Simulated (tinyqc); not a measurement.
Schottky barrier on an n-type semiconductor with a surface-enhanced doping, non-linear Poisson equation by Newton steps: two steps of the calculation.

One dimension, metal at x = 0, donor density C(x) = Nd + N0 exp(-x/Ls). Energies are counted from the electron Fermi level of the semiconductor and the conduction-band edge is Ec = -psi, so n = Nc exp(psi/Vt); holes follow the Fermi level of the metal, at -V, so p = Nv exp((V - psi - Eg)/Vt). Ends: psi(0) = V - phiB and psi = Vt ln(Nd/Nc) deep inside. Boltzmann statistics, full ionisation, no current, no image force in the Poisson equation.

Inputs (values chosen for the exercise); band and dielectric values close to those of indium phosphide: temperature T = 450 K; band gap Eg = 1.34 eV; relative permittivity eps_r = 12.6; conduction-band density of states at T Nc = 1.07e18 cm^-3; valence-band density of states at T Nv = 1.98e19 cm^-3; donor density deep in the semiconductor Nd = 1.8e16 cm^-3; barrier height phiB = 0.79 eV; bias of the metal against the semiconductor V = -2.6 V.

Constants: q = 1.602176634e-19 C, kB = 1.380649e-23 J/K, Vt = kB T/q, eps0 = 8.8541878128e-14 F/cm where lengths are in cm. Results are converted to the units shown.

Task 1. End potentials, built-in voltage, Debye length. psi_0 = V - phiB, psi_b = Vt ln(Nd/Nc), Vbi = phiB - Vt ln(Nc/Nd), LD = sqrt(eps0 eps_r Vt/(q Nd)), W = sqrt(2 eps0 eps_r (Vbi - V)/(q Nd)), hole density at the metal p_0 = Nv exp((phiB - Eg)/Vt).

Wanted: psi_0; psi_b; Vbi; LD; W for uniform Nd; p_0.

Result 1.

psi_0 = -3.3900 V
psi_b = -0.15841 V
Vbi = 0.63159 V
LD = 38.731 nm
W for uniform Nd = 500.02 nm
p_0 = 1.3707e13 cm^-3

The hole density at the metal is 7.6e-4 times Nd, so holes hardly matter.

Task 2. Converged densities, field and barrier lowering. n and p as above; E_i = -(psi_(i+1) - psi_i)/h_i; at the metal |E_0| = |E on interval 0| + q rho_0 (h_0/2)/(eps0 eps_r), rho_0 = p_0 - n_0 + C_0; image-force lowering dphi = sqrt(q |E_0|/(4 pi eps0 eps_r)).

```
node,x (nm),converged psi (V),donor density C (cm^-3)
0,0,-3.3900000,1.09e17
1,150,-0.7846256,5.9321619e16
2,321,-0.1526642,3.4800117e16
3,517,-0.1475802,2.3988296e16
4,740,-0.1544997,1.9851734e16
5,996,-0.1573426,1.8481309e16
6,1290,-0.1581789,1.8102426e16
7,1620,-0.1583689,1.8018035e16
8,2000,-0.1584042,1.8002441e16
9,2430,-0.1584092,1.8000254e16
10,2930,-0.1584098,1.8000018e16
```

Wanted: n; p; field E; |E_0| at the metal; image-force lowering.

Result 2.

```
node,n (cm^-3),p (cm^-3)
0,1.156e-20,1.371e13
1,1.746e9,9.079e-17
2,2.087e16,7.592e-24
3,2.380e16,6.659e-24
4,1.991e16,7.960e-24
5,1.850e16,8.566e-24
6,1.811e16,8.753e-24
7,1.802e16,8.796e-24
8,1.800e16,8.804e-24
9,1.800e16,8.805e-24
10,1.800e16,8.805e-24
```

```
interval,field E (kV/cm)
0,-173.7
1,-37.0
2,-0.3
3,0.3
4,0.1
5,0.0
6,0.0
7,0.0
8,0.0
9,0.0
```

|E_0| at the metal = 291.1 kV/cm
image-force lowering = 57.68 mV

Program tinyqc, `OMP_NUM_THREADS=1 python tinyqc.py 2020152 2020153 out.jsonl`; Intel Xeon 2.30GHz, shared host, one thread, about 0.1 s.
